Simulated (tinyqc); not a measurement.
# Current crowding under a contact, resistor ladder against the transmission-line model: two studies

A metal contact of length d and width W on a thin layer of the same width. The metal has no resistance, the sheet resistance under it equals Rsh, and current enters the layer at the front edge x = 0.

Inputs (values chosen for the exercise):

| symbol | value | unit | meaning |
|---|---|---|---|
| Rsh | 190 | ohm/sq | sheet resistance of the semiconductor layer |
| rc | 6.7e-8 | ohm cm^2 | specific contact resistivity |
| d | 0.86 | um | contact length |
| W | 7.9 | um | contact width |

Each table varies one quantity; the others keep the values above.

## Effect of the sheet resistance

Transfer length Lt = sqrt(rc/Rsh); front resistance Rc = (Rsh Lt/W) coth(d/Lt); end resistance Re = (Rsh Lt/W)/sinh(d/Lt).

Effect of the sheet resistance:
```
Rsh (ohm/sq)	Lt (um)	d/Lt	Rc W (ohm um)	Re W (ohm um)
7.5	0.9452	0.9099	9.831	6.811
17	0.6278	1.370	12.15	5.799
36	0.4314	1.993	16.12	4.311
81	0.2876	2.990	23.41	2.348
180	0.1929	4.458	34.74	0.8051
390	0.1311	6.561	51.12	0.1446
870	0.08776	9.800	76.35	0.008468
1900	0.05938	14.48	112.8	1.158e-4
4200	0.03994	21.53	167.7	1.494e-7
```

What does the table show?

Rc W rises from 9.83 to 168 ohm um while Re W falls from 6.81 to 1.49e-7 ohm um; for Rsh going to zero both tend to rc/d = 7.79 ohm um. A larger Rsh shortens Lt and crowds the current to the front edge.

## Effect of the contact length

Same model as above.

Result of one run:
```
d (um)	d/Lt	Rc W (ohm um)	rc/d (ohm um)	Re/Rc
0.12	0.6390	63.23	55.83	0.8256
```

What becomes of these results when the contact length d is changed from 0.12 to 0.17 um, all else the same?

Result of the changed run:
```
d (um)	d/Lt	Rc W (ohm um)	rc/d (ohm um)	Re/Rc
0.17	0.9053	49.63	39.41	0.6952
```

The whole series:
```
d (um)	d/Lt	Rc W (ohm um)	rc/d (ohm um)	Re/Rc
0.024	0.1278	280.7	279.2	0.9919
0.036	0.1917	188.4	186.1	0.9819
0.053	0.2822	129.8	126.4	0.9615
0.079	0.4207	89.76	84.81	0.9176
0.12	0.6390	63.23	55.83	0.8256
0.17	0.9053	49.63	39.41	0.6952
0.25	1.331	41.03	26.80	0.4938
0.37	1.970	37.09	18.11	0.2735
0.55	2.929	35.88	12.18	0.1066
0.81	4.313	35.69	8.272	0.02677
```

Rc W falls from 281 to 35.7 ohm um, as d^(-0.98) between the first two rows. It levels off at sqrt(rc Rsh) = 35.7 ohm um and, among the rows, is within 5 % of that from d = 0.37 um on (Lt = 0.188 um): metal beyond two transfer lengths lowers Rc by less than 4 %.

Computed by the program tinyqc: `OMP_NUM_THREADS=1 python tinyqc.py 2760146 2760147 out.jsonl`, one thread of a shared Intel Xeon 2.30GHz, about 0.01 s for the whole run.
